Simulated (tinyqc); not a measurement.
Gas flow in a process chamber: flow regimes, conductance, effective pumping speed, pump-down, outgassing and purge: one step, computed by the program tinyqc. Command: `OMP_NUM_THREADS=1 python tinyqc.py 3121570 3121571 out.jsonl pump walk`. One thread of a shared host (Intel(R) Xeon(R) Processor @ 2.30GHz), about 0.06 s of CPU time with the checks.

Ideal gas, isothermal flow, a pump of constant speed at the end of a round pipe; process gas, volume gas and outgassing are given the same properties. 1 sccm = 101325 Pa x 1e-6 m^3/60 s x T/273.15 K.

Task: Molecular flow. Mean speed c = sqrt(8 k_B T/(pi m)); aperture conductance C_a = c pi d^2/16; molecular pipe C_m = C_a/(1 + 3 l/(4 d)) (Dushman form); viscous pipe C_v = pi d^4 p_mean/(128 eta l); Knudsen interpolation C = C_v + C_m (1 + x)/(1 + 1.24 x), x = d p_mean sqrt(m/(k_B T))/eta. Effective speed 1/S_eff = 1/S + 1/C_m; time constant V/S_eff; pressure at which the free path k_B T/(sqrt2 pi d_m^2 p) equals d.

Inputs (values chosen for the exercise, modelled on hydrogen near room temperature):
```
quantity            value   unit
molar mass M        2.016  g/mol
molecular diameter   0.27     nm
temperature T         293      K
chamber volume V       25      L
pipe diameter d       6.3     cm
pipe length l          14     cm
pump speed S           73    L/s
```

Constants: k_B = 1.380649e-23 J/K; u = 1.6605390666e-27 kg.

Give: mean speed c; C_a; C_m; S_eff in molecular flow; time constant; pressure where the free path equals d.

Result:

mean speed c = 1754 m/s

C_a = 1367 L/s

C_m = 512.6 L/s

S_eff in molecular flow = 63.90 L/s

time constant = 0.3912 s

pressure where the free path equals d = 0.1983 Pa

The pipe passes on 88 % of the pump speed.
